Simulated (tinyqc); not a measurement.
Quantum against classical capture: non-radiative capture by multiphonon emission, one effective mode. Computed by tinyqc, a small Python program. Command: `OMP_NUM_THREADS=1 python tinyqc.py 3005348 3005349 out.jsonl capture walk`. One thread of a shared host (Intel(R) Xeon(R) Processor @ 2.30GHz), about 0.01 s of CPU time with the checks.

The initial state (free carrier plus empty centre) lies dE above the final state; both have the same frequency and are displaced by dQ.

Inputs (values chosen for the exercise, with mass, screening and phonons like those of GaSb):
```
quantity                     value                   unit
energy released dE          0.0875                     eV
phonon energy hbar omega      14.3                    meV
Huang-Rhys factor S           2.25                      -
electron-phonon coupling W   0.034  eV/(u^(1/2) angstrom)
cell volume V                 1870             angstrom^3
degeneracy g                     2                      -
broadening b                    13                    meV
temperature T                   77                      K
```

Centre: neutral.

Constants: hbar^2/u = 4.18015928e-03 eV angstrom^2; k_B = 8.617333262e-05 eV/K; hbar = 6.582119569e-16 eV s.

Method:
- dQ = sqrt(2 S (hbar^2/u)/hbar omega); relaxation energy lambda = S hbar omega; phonons needed P = dE/hbar omega; classical barrier E_b = (dE - lambda)^2/(4 lambda); occupation n = 1/(exp(hbar omega/k_B T) - 1).
- M_p = sum_m w_m <m_i|Q|(m + p)_f>^2 with Q counted from the final minimum and Boltzmann weights w_m for m = 0..24; <m_i|Q|k_f> = sqrt((hbar^2/u)/(2 hbar omega)) [sqrt(k) <m|k-1> + sqrt(k+1) <m|k+1>], with overlaps of oscillators displaced by d = sqrt(2 S) summed on 1500 points from -16 to 16 + d.
- The delta function is a Gaussian of standard deviation b at dE - p hbar omega.
- C_0 = V (2 pi/hbar) g W^2 sum_p M_p Gaussian_p. Here the sum runs over all p.
- Classical (Marcus) form: replace the sum by Q_c^2 exp(-E_b/k_B T)/sqrt(4 pi lambda k_B T), Q_c = dQ (dE + lambda)/(2 lambda).
- For a neutral centre the Sommerfeld factor is 1.
- The last column is -k_B d ln C_0/d(1/T) from this row and the one above.

dQ = 1.14692 u^(1/2) angstrom

lambda = 0.032175 eV

classical barrier E_b = 0.0237829 eV

Against temperature:
```
T (K)  C_0, quantum (cm^3/s)  C_0, classical (cm^3/s)  Sommerfeld factor  activation energy (eV)
13                2.6199e-07               5.3158e-15                  1                       -
25                2.6261e-07               1.0214e-10                  1              5.5404e-06
41                2.7043e-07               5.9259e-09                  1              1.6210e-04
66                3.0355e-07               5.9804e-08                  1              1.0774e-03
100               3.7014e-07               2.0136e-07                  1              3.3181e-03
150               4.7422e-07               4.1253e-07                  1              6.4056e-03
230               6.0770e-07               6.3179e-07                  1              9.2163e-03
370               7.3126e-07               7.8438e-07                  1              9.6957e-03
```

At 13.0 K the quantum value is 4.9e7 times the classical one: C_0 comes from tunnelling out of the lowest level and hardly depends on T. At 370 K the ratio is 0.93. The largest apparent activation energy is 0.010 eV against the classical barrier of 0.024 eV, so an Arrhenius fit understates the barrier, through tunnelling and the broadening b at low T and the T^(-1/2) prefactor at high T.

Extremes, crossings and ranges named in words are read from the listed rows.
